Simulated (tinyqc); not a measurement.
Thickness from the minima: X-ray reflectivity of a thin film on silicon: critical angles, Parratt recursion, fringes and roughness. Computed by tinyqc, a small Python program. Command: `OMP_NUM_THREADS=1 python tinyqc.py 3120134 3120135 out.jsonl xrr walk`. One thread of a shared host (Intel(R) Xeon(R) Processor @ 2.30GHz), about 0.01 s of CPU time with the checks.

n = 1 - delta + i beta; the classical electron radius is r_e = 2.8179403e-6 nm. Layer 0 is vacuum, 1 the film, 2 the substrate.

Inputs (values chosen for the exercise, modelled on a porous low-k film on silicon, copper K-alpha radiation):
```
quantity,value,unit
wavelength lambda,0.15406,nm
film density rho,1.27,g/cm^3
"effective electrons per unit mass, film",0.518,mol/g
"beta/delta, film",0.01,-
film thickness d,23.4,nm
roughness of the surface sigma_1,0.11,nm
roughness of the interface sigma_2,0.71,nm
substrate density,2.33,g/cm^3
"effective electrons per unit mass, substrate",0.507,mol/g
"beta/delta, substrate",0.023,-
grazing angle theta,0.971,degrees
```

Constants: N_A = 6.02214076e+23 1/mol.

Method:
- delta = r_e lambda^2 rho_e/(2 pi), rho_e = density x electrons per mass x N_A; critical angle sqrt(2 delta), q_c = 4 sqrt(pi r_e rho_e).
- k_j = (2 pi/lambda) sqrt(sin^2 theta - 2 delta_j + 2 i beta_j); r_ij = (k_i - k_j)/(k_i + k_j) x exp(-2 k_i k_j sigma^2) (Nevot-Croce); r = (r_01 + r_12 p)/(1 + r_01 r_12 p), p = exp(2 i k_1 d); R = |r|^2.
- Far above the critical angle the period is d theta = lambda/(2 d), or 2 pi/d in q; the envelope runs between (|r_01| - |r_12 p|)^2 and (|r_01| + |r_12 p|)^2; contrast = 2 a b/(a^2 + b^2) with a = |r_01|, b = |r_12 p|; roughness factors on the amplitudes are about exp(-q^2 sigma^2/2).
- Minima of R theta^4 are located on 6001 points over 7.5 periods, from 1.15 times the larger critical angle. With refraction, sin^2(theta_m) = 2 delta + m^2 (lambda/(2 d))^2, m integer or half-integer; the first six minima are used, and the first order is the one that minimises the largest residual of the least-squares line plus the distance of its intercept from 2 delta. Without refraction, d = lambda/(2 x mean step of sin theta).

Constants:
```
layer,rho_e (1/nm^3),delta,beta,critical angle (degrees),q_c (1/nm)
film,396.173,4.21712e-06,4.21712e-08,0.166397,0.236888
substrate,711.402,7.57263e-06,1.74170e-07,0.222977,0.317437
```

period in theta = 0.188611 degrees

Minima:
```
order m,theta (degrees),sin^2 theta
1.5,0.3293,3.3027e-05
2.5,0.5009,7.6430e-05
3.5,0.6815,1.4147e-04
4.5,0.8654,2.2812e-04
5.5,1.0512,3.3656e-04
6.5,1.2377,4.6655e-04
```

d with refraction = 23.399 nm

d without refraction = 24.295 nm

Against d = 23.4 nm the errors are -0.01 % with and +3.83 % without refraction. The orders are half-integers, as r_01 and r_12 have the same sign for a film less dense than the substrate.

Extremes, crossings and ranges named in words are read from the listed rows.
